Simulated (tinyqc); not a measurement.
Schottky barrier with interface states (Cowley-Sze model), image lowering and contact resistance: one step, computed by the program tinyqc.

An n-type semiconductor under a metal. The barrier lies between the Schottky-Mott limit phi_M - chi and the Bardeen limit E_g - E_n, E_n being the neutrality level of the interface states; the space-charge term of the full Cowley-Sze expression is left out.

Question. Thermionic current. A* = 4 pi e m_e M_c k_B^2/h^3 (a simple valley count); J_s = A* T^2 exp(-phi/k_B T). J_0 uses phi_B; the reverse current uses phi_B less the image lowering, times 1 - exp(-V_r/k_B T).

Inputs (values chosen for the exercise, with gap, mass and screening modelled on 4H-SiC):
```
quantity                     value   unit
dielectric constant eps_s     9.31      -
electron mass m_e            0.395    m_0
valleys M_c                      3      -
donor density N            3.2e+18  cm^-3
temperature T                  300      K
reverse bias V_r               3.4      V
```

Pinning factor from: interface states.

barrier phi_B = 1.225238 eV

image lowering = 0.1918796 eV

Constants: e = 1.602176634e-19 C; m_0 = 9.1093837015e-31 kg; k_B = 1.380649e-23 J/K; h = 6.62607015e-34 J s; k_B = 8.617333262e-05 eV/K.

Give: Richardson constant A*; J_0; thermionic reverse current.

Answer.

Richardson constant A* = 142.4 A cm^-2 K^-2

J_0 = 3.347e-14 A/cm^2

thermionic reverse current = 5.599e-11 A/cm^2

Image lowering raises the reverse current by a factor 1670. Caution: E_00 = (e hbar/2) sqrt(N/(m_e eps_s eps_0)) is above 0.3 k_B T, so tunnelling through the barrier adds to the thermionic currents, most of all under reverse bias.
